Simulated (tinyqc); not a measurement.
Electrons shared among three sets of ellipsoidal valleys, step by step. Values are carried at full precision from step to step, so a last printed digit may differ when a step is redone from the rounded ones.

Constants: hbar^2/2m0 = 3.80998211 eV angstrom^2; kB = 8.617333262e-05 eV/K.

Inputs chosen for the exercise (masses and offsets near those of InP; mobilities are free inputs, held fixed; not measured data):
- ml = (0.081, 1.745, 1.312) m0 (longitudinal masses of Gamma, L, X)
- mt = (0.081, 0.1334, 0.2588) m0 (transverse masses)
- M = (1, 4, 3) (valleys in each set)
- T = 300 K
- dE = (0, 0.446, 0.808) eV (edges of Gamma, L, X above the first)
- n = 1.1e+18 1/cm^3 (total electron density)
- mu = (5100, 520, 250) cm^2/(V s) (mobility of each set)

## Masses of each set

One valley: m_d = (ml mt^2)^(1/3). Whole set: m_de = M^(2/3) m_d. Mean over three axes: 1/m_c = (1/ml + 2/mt)/3. Anisotropy K = ml/mt.

m_d, m_de, m_c (m0) and K of each set:

| set | m_d | m_de | m_c | K |
|---|---|---|---|---|
| Gamma | 0.0810 | 0.0810 | 0.0810 | 1.00 |
| L | 0.3143 | 0.7920 | 0.1927 | 13.08 |
| X | 0.4446 | 0.9248 | 0.3533 | 5.07 |

m_de/m_c is 1.00 for Gamma, 4.11 for L, 2.62 for X: many anisotropic valleys give many states at a light conductivity mass. m_c is the mean over three axes; a set that holds only some of the equivalent valleys conducts with a mass that depends on direction.

## Effective densities of states

N_i = M_i times N = 2 (m kB T/(4 pi c))^(3/2) with c = hbar^2/2m0, in 1/angstrom^3; times 1e24 for 1/cm^3, with m = (ml mt^2)^(1/3).

kT = 0.025852 eV

N_i (1/cm^3): Gamma 5.7849e+17, L 1.7688e+19, X 2.2316e+19

## Fermi level and populations

F_j(eta) = (1/Gamma(j + 1)) integral_0^infinity x^j dx/(1 + exp(x - eta)), which tends to exp(eta) for eta << 0.

Solve n = sum_i N_i F_1/2((EF - dE_i)/kT), energies from the edge of the first set.

EF = 0.0336 eV

eta_i: Gamma 1.30, L -15.95, X -29.96

n_i (1/cm^3): Gamma 1.10e+18, L 2.08e+12, X 2.18e+06

shares: Gamma 1.0000, L 0.0000, X 0.0000

Gamma holds most electrons (100.0 %). Boltzmann weights N_i exp(-dE_i/kT) would give L a share of 0.0000.

## Drift and Hall mobility of the mixture

With f_i the shares, mu_drift = sum f_i mu_i; low-field Hall mobility mu_H = sum f_i mu_i^2/mu_drift (scattering and anisotropy factors set to 1); the Hall density is n mu_drift/mu_H; rho = 1/(e n mu_drift), e = 1.602176634e-19 C.

mu_drift = 5100 cm^2/(V s)
mu_H = 5100 cm^2/(V s)
Hall density = 1.10e+18 1/cm^3
rho = 0.00111 ohm cm

A Hall measurement would read 100.0 % of the true density. The mobilities are of the size met in pure crystals; at this density impurities would cut them and raise rho, by a factor of two to ten or more depending on crystal and density.

## Checks

- Share of L at n = 1e10 1/cm^3 against the Boltzmann weight: both 9.838e-07.

(tinyqc, `OMP_NUM_THREADS=1 python tinyqc.py 1681936 1681937 out.jsonl`, Intel(R) Xeon(R) Processor @ 2.30GHz, 1 thread, shared host, about 0.01 s.)
